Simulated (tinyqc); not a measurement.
Worked calculation: charge neutrality of a doped semiconductor with incomplete ionisation. Computed by tinyqc, a small Python program that keeps every step. Command: `OMP_NUM_THREADS=1 python tinyqc.py 3012556 3012557 out.jsonl dopant walk`. One thread of a shared host (Intel(R) Xeon(R) Processor @ 2.30GHz), about 0.03 s of CPU time with the checks. Intermediate numbers are printed to about 5 digits and carried at full precision; extremes and crossings named in words are read from the listed rows.

Energies are counted from the top of the valence band; E_D is measured down from the conduction band and E_A up from the valence band.

Inputs (values chosen for the exercise, modelled on CdS):
```
quantity                    value   unit
gap at 0 K E_g0              2.58     eV
Varshni alpha            0.000382   eV/K
Varshni beta                  226      K
electron mass m_e           0.201    m_0
valleys M_c                     1      -
hole mass m_h               0.785    m_0
donor density N_D         3.4e+15  cm^-3
acceptor density N_A      8.6e+14  cm^-3
donor depth E_D            0.0319     eV
acceptor depth E_A          0.175     eV
donor degeneracy g_D            2      -
acceptor degeneracy g_A         4      -
temperature T                 300      K
iteration cap                  60      -
```

Doping: n-type, compensated. Statistics of the bands: Fermi-Dirac. Solver: Newton steps on the logarithm. Start of Newton steps: intrinsic level E_i.

ratios u of density to N: 0.0039  0.017  0.079  0.36  1.6  7.2  33

Constants: m_0 = 9.1093837015e-31 kg; k_B = 1.380649e-23 J/K; h = 6.62607015e-34 J s; k_B = 8.617333262e-05 eV/K.

## Gap and effective densities of states

E_g = E_g0 - alpha T^2/(T + beta). N_c = 2 M_c (2 pi m_e k_B T/h^2)^(3/2) and N_v = 2 (2 pi m_h k_B T/h^2)^(3/2), masses in units of m_0. n_i = sqrt(N_c N_v) exp(-E_g/(2 k_B T)); E_i = E_g/2 + (k_B T/2) ln(N_v/N_c).

gap E_g = 2.5146 eV

N_c = 2.2613e+18 cm^-3

N_v = 1.7453e+19 cm^-3

k_B T = 0.025852 eV

intrinsic density n_i = 0.0047433 cm^-3

intrinsic level E_i = 1.2837 eV

## Charges at trial Fermi levels

n = N_c F_1/2((E_F - E_g)/k_B T), p = N_v F_1/2(-E_F/k_B T). F_1/2(eta) = (2/sqrt(pi)) int_0^infinity sqrt(x)/(1 + exp(x - eta)) dx, by the trapezoid rule in t = sqrt(x) with step 0.02 up to t = 12 (for eta < -12 by exp(eta) - exp(2 eta)/2^(3/2)). N_D+ = N_D/(1 + g_D exp((E_F - E_g + E_D)/k_B T)). N_A- = N_A/(1 + g_A exp((E_A - E_F)/k_B T)). Neutrality: p + N_D+ = n + N_A-; the log ratio is ln[(p + N_D+)/(n + N_A-)]. The last column is ln[(p + N_D+)/(n + N_A-)], which vanishes at neutrality; trial levels are the majority level plus multiples of k_B T, rounded to 0.1 meV.

Densities (cm^-3):
```
E_F (eV)           n           p        N_D+      N_A-  log ratio
2.3276    1.6298e+15  1.3801e-20  3.3832e+15  8.60e+14      0.307
2.4052    3.2633e+16  6.8595e-22  3.0919e+15  8.60e+14     -2.383
2.4569    2.3364e+17  9.2848e-23  1.9584e+15  8.60e+14     -4.785
2.5086    1.4336e+18  1.2568e-23  5.2807e+14  8.60e+14     -7.907
2.5603    5.6375e+18  1.7011e-24  8.2566e+13  8.60e+14    -11.132
```

The log ratio changes sign between 2.3276 and 2.4052 eV.

## Solving for the Fermi level

Newton steps from the start named, with the slope from a central difference of 1e-6 eV; the function is the log ratio y = ln[(p + N_D+)/(n + N_A-)]; the bracket -0.3 to E_g + 0.3 eV is narrowed by the sign of y at each step, and a step that would leave it is replaced by its midpoint; stop when |log ratio| < 1e-9.

Course of the iteration:
```
step  E_F (eV)    log ratio
1       1.2837   1.3746e+00
2       2.0492   1.3746e+00
3       2.4319  -3.5420e+00
4       2.3553  -5.1691e-01
5       2.3398  -2.8723e-02
6       2.3388  -1.3919e-04
7       2.3388  -3.3702e-09
8       2.3388   3.6193e-14
```

Fermi level E_F (last iterate) = 2.3388 eV

converged (1 yes, 0 no) = 1

steps = 8

Converged in 8 steps.

## Densities at the solution

The formulas are those given above.

majority density n = 2.5142e+15 cm^-3

minority density p = 8.9453e-21 cm^-3

ionised share of the donors = 0.99242

distance of E_F from the majority band edge = 0.17583 eV

n is 99.0 % of the net doping; n p / n_i^2 = 0.9996.

## The closed form for the extrinsic range

With Boltzmann statistics, no holes and every acceptor ionised, n (n + N_A) = n1 (N_D - N_A - n) with n1 = (N_c/g_D) exp(-E_D/k_B T). Take the positive root.

n1 = 3.2918e+17 cm^-3

n from the quadratic = 2.5142e+15 cm^-3

Against the full solution, 2.5142e15 cm^-3, the quadratic is off by 4.0e-4 %.

## Carrier density against temperature

Neutrality is solved by bisection at each T. The last column is -k_B d ln(n T^-3/2)/d(1/T) from this row and the one above; it turns negative as ionisation nears completion, when the density grows more slowly than that power of T.

Against temperature:
```
T (K)   n (cm^-3)  E_F from the band edge (eV)  ionised share  activation energy (eV)
13     1.2944e+04                      0.03146        0.25294                       -
17     1.5728e+07                      0.03133        0.25294              3.1900e-02
23     7.2548e+09                      0.03113        0.25294              3.1900e-02
34     2.3719e+12                      0.03077        0.25364              3.1877e-02
53     1.7708e+14                      0.03130        0.30502              2.9806e-02
82     1.1792e+15                      0.03966        0.59975              1.6031e-02
120    2.0742e+15                      0.05810        0.86300             -1.4262e-04
190    2.4407e+15                      0.10062        0.97080             -1.4780e-02
300    2.5142e+15                      0.17583        0.99242             -2.9269e-02
600    2.5350e+15                      0.40500        0.99853             -5.3332e-02
```

Between the two coldest rows the activation energy is 0.0319 eV, 1.00 of the dopant depth: with compensation E_F is pinned at the level and the full depth shows. The density is within 10 % of the net doping from 190 K to 600 K.

## Reduced Fermi level from a carrier density

For u = density/N of the majority band, eta solves F_1/2(eta) = u (bisection). Boltzmann: ln u. Joyce-Dixon: ln u + u/sqrt(8) - 4.95009e-3 u^2 + 1.48386e-4 u^3 - 4.42563e-6 u^4. Degenerate limit: (3 sqrt(pi) u/4)^(2/3). The last column is (eta - ln u) k_B T.

Eta by four rules:
```
u       density (cm^-3)   exact  Boltzmann  Joyce-Dixon  degenerate  Boltzmann error (meV)
0.0039       8.8192e+15  -5.545    -5.5468      -5.5454  2.9955e-02             3.5644e-02
0.017        3.8443e+16  -4.069    -4.0745      -4.0685  7.9933e-02             1.5534e-01
0.079        1.7865e+17  -2.510    -2.5383      -2.5104  2.2259e-01             7.2127e-01
0.36         8.1408e+17  -0.895    -1.0217      -0.8950  6.1182e-01             3.2740e+00
1.6          3.6181e+18   1.024     0.4700       1.0236  1.6539e+00             1.4311e+01
7.2          1.6282e+19   4.308     1.9741       4.3065  4.5080e+00             6.0346e+01
33           7.4624e+19  12.372     3.4965       9.8572  1.2438e+01             2.2944e+02
```

Boltzmann statistics place E_F within 1 meV of the exact value up to u = 0.0790 of those listed and miss by 229 meV at u = 33. Joyce-Dixon stays within 0.01 in eta up to u = 7.20; the degenerate limit is still 0.54 % high at the last u. Past u of about 10 the Joyce-Dixon series fails. A parabolic band is assumed throughout.

Checks made by the program: neutrality at the solution (relative difference 8e-10).
